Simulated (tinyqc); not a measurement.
Small-signal admittance of a forward-biased p+-n diode: two steps of the calculation.

Holes injected into a neutral base of width wb with an ohmic contact at its end; low injection, p0 far above the equilibrium density. A small voltage v exp(i w t), w = 2 pi f, modulates the edge density by p0 v/Vt, and the small-signal density obeys Dp d2p/dx2 = (1/tau + i w) p.

Parameters, values chosen for the exercise; permittivity close to that of silicon:
```
symbol   value    unit                                   meaning
T          350       K                               temperature
eps_r     11.7                             relative permittivity
Nd      1.3e15   cm^-3                 donor density of the base
Dp         8.7  cm^2/s                hole diffusion coefficient
tau       1e-7       s                             hole lifetime
wb           1      um                 width of the neutral base
p0      3.9e11   cm^-3  excess hole density at the junction edge
Na        6e18   cm^-3           acceptor density of the p+ side
f        3.9e8      Hz                          signal frequency
```

Constants: q = 1.602176634e-19 C, kB = 1.380649e-23 J/K, Vt = kB T/q, eps0 = 8.8541878128e-14 F/cm where lengths are in cm. Results are converted to the units shown.

Question 1. Closed-form admittance. L = sqrt(Dp tau); direct current J = (q Dp p0/L) coth(wb/L); k = sqrt(1 + i w tau)/L; diffusion admittance Y = (q Dp p0/Vt) k coth(k wb) = G + i w C_diff; junction capacitance C_j = sqrt(q eps0 eps_r Nd/(2 Vr)) in the depletion approximation, with the remaining barrier Vr = Vt ln(Na/p0), a rough value under forward bias; base-width modulation is left out.

Find: L; J; k wb; Y; C_diff; C_j.

Answer 1.

L = 9.327 um
J = 0.005457 A/cm^2
k wb = 1.189+1.184i
Y = 0.2104+0.1611i S/cm^2
C_diff = 6.575e-5 uF/cm^2
C_j = 0.01470 uF/cm^2

G is 1.16 times its low-frequency value J/Vt, and C_diff is 0.00447 times C_j.

Question 2. The same by finite differences. 8 equal intervals, h = wb/8; u = small-signal density over its edge value, u_0 = 1, u_8 = 0; u_(i-1) + b u_i + u_(i+1) = 0 with b = -2 - h^2 (1/tau + i w)/Dp; Y = (q Dp p0/(Vt h)) (-b/2 - u_1), which includes the half box at the edge.

Give: b; u; Y on the mesh.

Answer 2.

b = -2.000-0.044i
u, node 1 to 7: [0.8546-0.0907i, 0.7134-0.1437i, 0.5786-0.1654i, 0.4512-0.1617i, 0.3310-0.1381i, 0.2169-0.1000i, 0.1073-0.0524i]
Y on the mesh = 0.2098+0.1625i S/cm^2

Numbers from tinyqc (`OMP_NUM_THREADS=1 python tinyqc.py 2890199 2890200 out.jsonl`; about 0.01 s on one thread of a shared Intel Xeon 2.30GHz).
